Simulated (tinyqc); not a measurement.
Inside a calculation. Method: empirical pseudopotential in a few plane waves. Computed by tinyqc, a small Python program that keeps every step. Settings: plane-wave index or count = 15. Command: `OMP_NUM_THREADS=1 python tinyqc.py 30369 30370 out.jsonl` (the two numbers bound the seeds that draw the settings). One thread of a shared host (Intel(R) Xeon(R) Processor @ 2.60GHz), about 0.2 s of CPU time with the checks.

## Bloch Hamiltonian at G

Parameters chosen for this model: fcc lattice, atoms at +/- a/8 (1,1,1); form factors in rydberg at |G|^2 in units of (2 pi/a)^2:

| parameter | value | unit |
|---|---|---|
| a | 5.660000 | angstrom |
| VS(3) | -0.246000 | Ry |
| VS(8) | 0.053000 | Ry |
| VS(11) | 0.057000 | Ry |
| VA(3) | 0 | Ry |
| VA(4) | 0 | Ry |
| VA(11) | 0 | Ry |
| hbar^2/2m (2 pi/a)^2 | 4.695154 | eV |

k point G (2 pi / a): 0  0  0

Basis: the 15 shortest G (labels in 2 pi/a), the same at every k. H(G,G') = c |k + G|^2 delta + VS(|G-G'|^2) cos((G-G').tau) + i VA sin((G-G').tau), tau = a/8 (1,1,1); 1 Ry = 13.605693 eV.

H(k) at G (eV), lower triangle:
```
           +0+0+0     -1-1-1     -1-1+1     -1+1-1     -1+1+1     +1-1-1     +1-1+1     +1+1-1
+0+0+0   0.000000
-1-1-1   2.366687  14.085461
-1-1+1  -2.366687   0.000000  14.085461
-1+1-1  -2.366687   0.000000   0.721102  14.085461
-1+1+1  -2.366687  -0.721102   0.000000   0.000000  14.085461
+1-1-1  -2.366687   0.000000   0.721102   0.721102   0.000000  14.085461
+1-1+1  -2.366687  -0.721102   0.000000   0.000000   0.721102   0.000000  14.085461
+1+1-1  -2.366687  -0.721102   0.000000   0.000000   0.721102   0.000000   0.721102  14.085461
+1+1+1   2.366687   0.000000  -0.721102  -0.721102   0.000000  -0.721102   0.000000   0.000000
-2+0+0   0.000000  -2.366687  -2.366687  -2.366687   2.366687   0.548379  -0.548379  -0.548379
+0-2+0   0.000000  -2.366687  -2.366687   0.548379  -0.548379  -2.366687   2.366687  -0.548379
+0+0-2   0.000000  -2.366687   0.548379  -2.366687  -0.548379  -2.366687  -0.548379   2.366687
+0+0+2   0.000000  -0.548379   2.366687  -0.548379  -2.366687  -0.548379  -2.366687   0.548379
+0+2+0   0.000000  -0.548379  -0.548379   2.366687  -2.366687  -0.548379   0.548379  -2.366687
+2+0+0   0.000000  -0.548379  -0.548379  -0.548379   0.548379   2.366687  -2.366687  -2.366687

           +1+1+1     -2+0+0     +0-2+0     +0+0-2     +0+0+2     +0+2+0     +2+0+0
+1+1+1  14.085461
-2+0+0  -0.548379  18.780614
+0-2+0  -0.548379   0.721102  18.780614
+0+0-2  -0.548379   0.721102   0.721102  18.780614
+0+0+2  -2.366687  -0.721102  -0.721102   0.000000  18.780614
+0+2+0  -2.366687  -0.721102   0.000000  -0.721102   0.721102  18.780614
+2+0+0  -2.366687   0.000000  -0.721102  -0.721102   0.721102   0.721102  18.780614
```

## Levels at G

Diagonalise the Hermitian matrix.

eigenvalues (eV): -2.402499  9.644082  9.644082  9.644082  12.100591  13.364359  13.364359  13.364359  17.338411  17.338411  18.651265  22.500891  22.500891  22.500891  25.813196

## Bands along a path

The same steps at evenly spaced points between the labelled ones.

Bands along the path (eV), lowest eight:

| k | band 1 | band 2 | band 3 | band 4 | band 5 | band 6 | band 7 | band 8 |
|---|---|---|---|---|---|---|---|---|
| L | -0.096286 | 2.988681 | 8.751983 | 8.751983 | 11.847674 | 14.339580 | 14.339580 | 19.243310 |
| L-G 0.33 | -1.125268 | 4.553759 | 8.847076 | 8.847076 | 11.963546 | 14.271695 | 14.271695 | 18.327490 |
| L-G 0.67 | -2.067896 | 7.300465 | 9.301994 | 9.301994 | 12.470877 | 13.943211 | 13.943211 | 15.153408 |
| G | -2.402499 | 9.644082 | 9.644082 | 9.644082 | 12.100591 | 13.364359 | 13.364359 | 13.364359 |
| G-X 0.33 | -1.953280 | 7.303231 | 8.754352 | 8.754352 | 12.635417 | 14.011027 | 14.979830 | 14.979830 |
| G-X 0.67 | -0.625226 | 4.367823 | 7.761255 | 7.761255 | 11.892479 | 12.748891 | 18.087604 | 18.087604 |
| X | 1.516526 | 1.821100 | 7.542192 | 7.542192 | 11.666487 | 12.123022 | 21.776655 | 21.776655 |

With 4 band(s) filled, the highest filled level on these points lies at G and the lowest empty one at X: a gap of 2.0224 eV, indirect. This holds for the small fixed basis; with all plane waves up to |k + G|^2 = 21 (2 pi/a)^2 the gap along the path is 1.57 eV.

## Convergence with the number of plane waves

Levels at G counted from the fourth one.

Levels (eV):

| plane waves | level 1 | level 5 | level 8 |
|---|---|---|---|
| 9 | -15.766858 | 0.000000 | 2.884407 |
| 15 | -12.046582 | 2.456508 | 3.720277 |
| 27 | -11.477972 | 3.065172 | 3.482997 |
| 51 | -11.588226 | 3.161717 | 3.566426 |
| 59 | -11.629301 | 3.157190 | 3.384546 |
| 65 | -11.639367 | 3.157190 | 3.350913 |
| 89 | -11.600010 | 3.130636 | 3.382523 |
